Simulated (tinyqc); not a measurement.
Schottky barrier with interface states (Cowley-Sze model), image lowering and contact resistance: one step, computed by the program tinyqc.

An n-type semiconductor under a metal. The barrier lies between the Schottky-Mott limit phi_M - chi and the Bardeen limit E_g - E_n, E_n being the neutrality level of the interface states; the space-charge term of the full Cowley-Sze expression is left out.

Question. Depletion layer and image lowering under reverse bias. N_c = 2 M_c (2 pi m_e k_B T/h^2)^(3/2); xi = E_c - E_F solves N = N_c F_1/2(-xi/k_B T) (bisection; full ionisation). F_1/2(eta) = (2/sqrt(pi)) int_0^infinity sqrt(x)/(1 + exp(x - eta)) dx, by the trapezoid rule in t = sqrt(x) with step 0.02 up to t = 12 (for eta < -12 by exp(eta) - exp(2 eta)/2^(3/2)). V_bi = phi_B - xi; W = sqrt(2 eps_s eps_0 (V_bi + V_r - k_B T/e)/(e N)); field at the metal E_m = e N W/(eps_s eps_0); image lowering sqrt(e E_m/(4 pi eps_s eps_0)).

Inputs (values chosen for the exercise, with gap, mass and screening modelled on germanium):
```
quantity                   value   unit
gap E_g                    0.657     eV
dielectric constant eps_s   16.1      -
electron mass m_e          0.225    m_0
valleys M_c                    4      -
donor density N            3e+18  cm^-3
temperature T                425      K
reverse bias V_r             2.6      V
```

Pinning factor from: interface states.

barrier phi_B = 0.4778055 eV

Constants: k_B = 8.617333262e-05 eV/K; m_0 = 9.1093837015e-31 kg; k_B = 1.380649e-23 J/K; h = 6.62607015e-34 J s; eps_0 = 8.8541878128e-12 F/m; e = 1.602176634e-19 C.

Give: N_c; xi; built-in voltage V_bi; depletion width W; field E_m; image lowering.

Answer.

N_c = 1.806e+19 cm^-3

xi = 0.06360 eV

built-in voltage V_bi = 0.4142 V

depletion width W = 42.03 nm

field E_m = 1.417e+06 V/cm

image lowering = 0.1126 eV

Caution: the field is near or above breakdown for such a gap, so avalanche or tunnelling current would take over. Caution: the field is near breakdown. Caution: E_00 = (e hbar/2) sqrt(N/(m_e eps_s eps_0)) is above 0.3 k_B T, so tunnelling through the barrier adds to the thermionic currents, most of all under reverse bias.
